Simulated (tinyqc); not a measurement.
Minority carriers and saturation current of a heavily doped emitter: one step of the calculation.

n-type, parabolic bands, full ionisation. eta = (EF - Ec)/kB T solves N = Nc F12(eta), F12(x) = (2/sqrt(pi)) int_0^infinity sqrt(u)/(1 + exp(u - x)) du. The gap shrinks rigidly by dEg = E1 [ln(N/N0) + sqrt(ln^2(N/N0) + 0.5)], an empirical law that is here taken as the true narrowing.

Question. Effective intrinsic density. ni = sqrt(Nc Nv) exp(-Eg/(2 Vt)), Eg in volts; degeneracy factor g = F12(eta) exp(-eta); nie^2 = ni^2 exp(dEg/kB T) g, p0 = nie^2/N; apparent narrowing dEg + kB T ln g.

Values chosen for this exercise; band and dielectric values close to those of silicon:
- T = 300 K (temperature)
- Eg = 1.14 eV (band gap)
- Nc = 2.79e19 cm^-3 (conduction-band density of states at 300 K)
- Nv = 2.65e19 cm^-3 (valence-band density of states at 300 K)
- N = 3.1e19 cm^-3 (ionised donor density)
- E1 = 7 meV (energy of the narrowing law)
- N0 = 1.3e17 cm^-3 (density of the narrowing law)

Constants: q = 1.602176634e-19 C, kB = 1.380649e-23 J/K, Vt = kB T/q. Results are converted to the units shown.

converged eta = 0.49228337

Give: ni; dEg; g; apparent narrowing; nie; p0.

Answer.

ni = 7.225e9 cm^-3
dEg = 76.96 meV
g = 0.6791
apparent narrowing = 66.95 meV
nie = 2.638e10 cm^-3
p0 = 22.44 cm^-3

Narrowing multiplies p0 by 19.6 and degeneracy by 0.679.

Range of the model: Band tails, non-parabolic bands and incomplete ionisation are left out.

Program tinyqc, `OMP_NUM_THREADS=1 python tinyqc.py 2330087 2330088 out.jsonl`; Intel Xeon 2.30GHz, shared host, one thread, about 0.01 s.
